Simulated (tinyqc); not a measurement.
## Ideality, resistance and saturation current from three points

Inverse problem. Well above I0 a diode obeys V = n Vt ln(I/I0) + Rs I. Find n, Rs and I0.

Values chosen for this exercise: temperature T = 200 K.

Constants: q = 1.602176634e-19 C, kB = 1.380649e-23 J/K, Vt = kB T/q. Results are converted to the units shown.

I (A): [0.00046, 0.0055, 0.067]
V (V): [1.2303984, 1.2933072, 1.4864600]

Answer. The equation is linear in a = n Vt, Rs and c = -a ln I0; three points give a 3 x 3 system.

n = 1.200
Rs = 2.300 ohm
I0 = 7.043e-30 A

Numbers from tinyqc (`OMP_NUM_THREADS=1 python tinyqc.py 2640061 2640062 out.jsonl`; about 0.01 s on one thread of a shared Intel Xeon 2.30GHz).
